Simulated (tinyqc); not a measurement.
Polarisation and half-bias from two TMR values.

Problem. A tunnel junction has TMR = TMR0/(1 + (V/Vh)^2), TMR0 = 2 P1 P2/(1 - P1 P2). Find TMR0, Vh and P2.

Values chosen for this exercise:

| symbol | value | unit | meaning |
|---|---|---|---|
| P1 | 0.62 |  | spin polarisation of the reference layer |

TMR at 0.1 and 0.5 V (%): 99.932552  54.756789

Answer. 1/TMR is linear in V^2, and P1 P2 = TMR0/(2 + TMR0).

TMR0 = 103.5 %
Vh = 0.5300 V
P2 = 0.5500

tinyqc, about 0.01 s, one thread, Intel Xeon 2.30GHz (shared host): `OMP_NUM_THREADS=1 python tinyqc.py 2450033 2450034 out.jsonl`
